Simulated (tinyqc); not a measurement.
# Longitudinal sound in a periodic multilayer: transfer matrices, stop bands and folded phonons, step by step

A worked calculation. Computed by tinyqc, a small Python program that keeps every step. Command: `OMP_NUM_THREADS=1 python tinyqc.py 3010010 3010011 out.jsonl multilayer walk`. One thread of a shared host (Intel(R) Xeon(R) Processor @ 2.30GHz), about 0.01 s of CPU time with the checks. Intermediate numbers are printed to about 6 digits and carried at full precision; extremes and crossings named in words are read from the listed rows.

Layers 1 and 2 repeat with period d = d_1 + d_2; waves travel normal to the layers, without loss. State vector (u, s): displacement u and stress divided by omega. Impedances Z = rho v are in 1e6 kg/(m^2 s).

Inputs (values chosen for the exercise, modelled on aluminium (layer 1), tungsten (layer 2) and silicon (substrate)):

| quantity | value | unit |
|---|---|---|
| density rho_1 | 2.74 | g/cm^3 |
| velocity v_1 | 6390 | m/s |
| thickness d_1 | 449 | nm |
| density rho_2 | 19.6 | g/cm^3 |
| velocity v_2 | 5280 | m/s |
| thickness d_2 | 365 | nm |
| substrate density | 2.37 | g/cm^3 |
| substrate velocity | 8580 | m/s |
| periods N | 4 | - |
| frequency f | 3.68 | GHz |

## Impedances, mean velocity and Bragg frequency

Z = rho v; interface reflection r = (Z_2 - Z_1)/(Z_2 + Z_1) (stress amplitude, from 1 into 2); Bragg frequency f_B = 1/[2 (d_1/v_1 + d_2/v_2)]; long-wave velocity v_eff = d/sqrt[(d_1/v_1)^2 + (d_2/v_2)^2 + (Z_1/Z_2 + Z_2/Z_1)(d_1/v_1)(d_2/v_2)].

Z_1 = 17.5086

Z_2 = 103.488

Z of the substrate = 20.3346

interface reflection r = 0.710594

Bragg frequency f_B = 3.58693 GHz

long-wave velocity v_eff = 4108.78 m/s

## Transfer matrix of one period

A layer maps (u, s) by [[cos p, sin p/Z], [-Z sin p, cos p]], p = 2 pi f d_i/v_i; one period is M = M_2 M_1, and cos(q d) = trace(M)/2.

phase p_1 = 1.62470 rad

phase p_2 = 1.59840 rad

M:
```
           1            2
1  -0.167387  -0.00209475
2    6.05617     -5.89837
```

trace(M)/2 = -3.03288

|trace/2| > 1: f lies in a stop band, and the amplitude falls by a factor 5.896 a period.

## Transmission through N periods

For N periods A = M^N. A wave comes from a thick layer of material 1 and leaves into the substrate (Z_s): transmitted power T = 4 Z_1 Z_s/|Z_1 A_22 + Z_s A_11 - i (Z_1 Z_s A_12 - A_21)|^2, reflected power R = 1 - T.

A = M^N:
```
           1         2
1  -0.466532  0.442094
2   -1278.15   1209.05
```

transmitted power T = 3.16628e-06

T in decibel = -54.9945 dB

## The first stop band

Gap m contains m f_B; its edges, where trace(M)/2 = (-1)^m, are found by root search. Weak-contrast estimate of the width: (4 f_B/pi) |r sin(m pi a)|, a = (d_1/v_1)/(d_1/v_1 + d_2/v_2).

lower edge = 1.78223 GHz

upper edge = 5.39126 GHz

width/f_B = 100.616 %

transmitted power at f_B = 3.12107e-06

## The first four gaps

The formulas are those given above.

Stop bands (GHz):

| m | lower edge | upper edge | width | weak-contrast estimate |
|---|---|---|---|---|
| 1 | 1.7822 | 5.3913 | 3.60903 | 3.24503 |
| 2 | 7.1325 | 7.2157 | 0.08318 | 0.08317 |
| 3 | 8.9572 | 12.5632 | 3.60601 | 3.24290 |
| 4 | 14.2651 | 14.4314 | 0.16633 | 0.16629 |

With a = 0.504, gap 1 is the widest and gap 2 the narrowest: the layers are near a quarter wave each at f_B, so the even gaps almost close. The weak-contrast estimate misses the first width by -10.1 % at |r| = 0.71. Odd gaps open at the edge of the folded zone (q = pi/d), even ones at its centre.

## Mirror strength against the number of periods

The formulas are those given above.

Transmitted power:

| N | T at f_B | T at f_B (dB) | T at f |
|---|---|---|---|
| 1 | 0.124573 | -9.04576 | 0.124638 |
| 2 | 0.00380040 | -24.2017 | 0.00381944 |
| 3 | 1.09008e-04 | -39.6254 | 1.10069e-04 |
| 4 | 3.12107e-06 | -55.0570 | 3.16628e-06 |
| 6 | 2.55831e-09 | -85.9205 | 2.61983e-09 |
| 8 | 2.09701e-12 | -116.784 | 2.16769e-12 |
| 12 | 1.40896e-18 | -178.511 | 1.48403e-18 |
| 16 | 9.46663e-25 | -240.238 | 1.01599e-24 |
| 24 | 4.27355e-37 | -363.692 | 4.76191e-37 |

At f_B each further period removes 15.43 dB at large N, which is 20 log10 of the impedance ratio, 15.43 dB, as for a quarter-wave stack; 99 % reflection needs N = 2 among these rows. At f, in a stop band, T decays as well. Values below about 1e-6 belong to the ideal stack: roughness and scattering into other modes, left out here, set a floor in a real one.

Checks made by the program: trace against Rytov's formula cos p_1 cos p_2 - (1/2)(Z_1/Z_2 + Z_2/Z_1) sin p_1 sin p_2 (relative difference 7e-10).
